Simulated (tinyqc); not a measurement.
Inside a calculation. Model: programming of a floating-gate cell by Fowler-Nordheim tunnelling.

tinyqc, about 0.01 s, one thread, Intel Xeon 2.30GHz (shared host): `OMP_NUM_THREADS=1 python tinyqc.py 2130008 2130009 out.jsonl` Printed values are rounded.

Per tunnel area the floating gate has Ctun = 3.9 eps0/tox to the channel (0 V) and Ccg to the control gate, Ct = Ctun/(1 - ag), no other coupling. With the threshold shift U = -Q/Ccg the field is F = ag (Vg - U)/tox, and dU/dt = J/Ccg. Fowler-Nordheim: J = A F^2 exp(-B/F), A = q^2/(16 pi^2 hbar mo phi) (times 1e14 for A/cm^2 with F in V/nm, emitter mass m0), B = (4/3) sqrt(mo/C) phi^1.5, C = hbar^2/(2 m0).

Parameters, values chosen for the exercise; oxide values close to those of silicon dioxide: tunnel barrier phi = 3.08 eV; tunnelling mass mo = 0.41 m0; tunnel oxide thickness tox = 8.5 nm; coupling ratio Ccg/Ct ag = 0.54; tunnel area ar = 1800 nm^2; threshold shift at the start Vt0 = -0.1 V; control-gate voltage Vg = 16.4 V; time step dt = 3.3 us; steps n = 11.

Constants: q = 1.602176634e-19 C, hbar = 1.054571817e-34 J s, m0 = 9.1093837015e-31 kg, eps0 = 8.8541878128e-14 F/cm where lengths are in cm, hbar^2/(2 m0) = 0.0380998212 eV nm^2. Results are converted to the units shown.

Range of the model: Programming fields of 10 MV/cm and more wear the oxide; trapping and the channel potential are ignored.

## Constants of the cell

A, B, Ccg = ag Ct, the starting field and current, K = A B ag/(Ccg tox), and the knee time t0 = exp(B/F(0))/K.

A = 1.220648e8 A cm^-2 (V/nm)^-2
B = 23.64260 V/nm
Ccg = 0.4769033 uF/cm^2
F(0) = 1.048235 V/nm
J(0) = 0.02148517 A/cm^2
K = 3.844413e14 1/s
t0 = 16.23824 us
electrons for 1 V of shift = 53.57873

## Explicit time steps against the exact solution

U(new) = U + dt J(F(U))/Ccg. Exact: exp(B/F(t)) = exp(B/F(0)) + K t, K = A B ag/(Ccg tox), and U = Vg - tox F/ag.

t, step 0 to 11 (us): [0, 3.3, 6.6, 9.9, 13.2, 16.5, 19.8, 23.1, 26.4, 29.7, 33, 36.3]
F, step 0 to 11 (V/nm): [1.048235, 1.038790, 1.031235, 1.024932, 1.019525, 1.014791, 1.010582, 1.006793, 1.003350, 1.000195, 0.997285, 0.994584]
J, step 0 to 11 (A/cm^2): [0.02148517, 0.01718761, 0.01433683, 0.01229991, 0.01076903, 0.009575275, 0.008617799, 0.007832538, 0.007176762, 0.006620845, 0.006143584, 0.005729396]
U by steps, step 0 to 11 (V): [-0.1000000, 0.0486697, 0.1676018, 0.2668075, 0.3519185, 0.4264364, 0.4926939, 0.5523259, 0.6065243, 0.6561849, 0.7019988, 0.7445102]
U exact, step 0 to 11 (V): [-0.1000000, 0.0342401, 0.1457930, 0.2410448, 0.3240364, 0.3974829, 0.4632947, 0.5228658, 0.5772438, 0.6272353, 0.6734743, 0.7164681]

The steps run ahead by 14.4 mV after the first and 28.0 mV after the last, as each uses the larger current of its start; the step is 0.20 of the knee time t0.
